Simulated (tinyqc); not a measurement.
Moment against band filling: Stoner model of a band ferromagnet.

Density of states per atom and spin: triangular, D(e) = (4 M/W^2) (W/2 - |e|). Levels e -/+ I m/2 for up and down spin, m = n_up - n_down, n_up + n_down = nd. At zero temperature e(N) is the energy below which N states lie, and E(m) = sum over spins of integral e D de - I m^2/4.

Inputs chosen for the exercise: W = 4.9 eV (band width, e from -W/2 to W/2); M = 5 (states per atom and spin); I = 0.57 eV (Stoner parameter).

Rigid band, I fixed: a Slater-Pauling curve.

Results:
```
nd   I D(EF)  m (muB)  m_max
3.0    0.901    0.000    3.0
4.0    1.040    1.747    4.0
5.0    1.163    2.413    5.0
6.0    1.040    1.747    4.0
6.5    0.973    0.000    3.5
7.0    0.901    0.000    3.0
7.5    0.823    0.000    2.5
8.0    0.736    0.000    2.0
8.5    0.637    0.000    1.5
9.0    0.520    0.000    1.0
9.5    0.368    0.000    0.5
```

What does the comparison show?

Magnetic fillings among those listed: 4.0, 5.0 and 6.0; the largest moment is 2.41 at nd = 5. No listed filling is saturated.

Program tinyqc; command `OMP_NUM_THREADS=1 python tinyqc.py 1651248 1651249 out.jsonl`; about 0.2 s on one thread of a shared Intel(R) Xeon(R) Processor @ 2.30GHz.
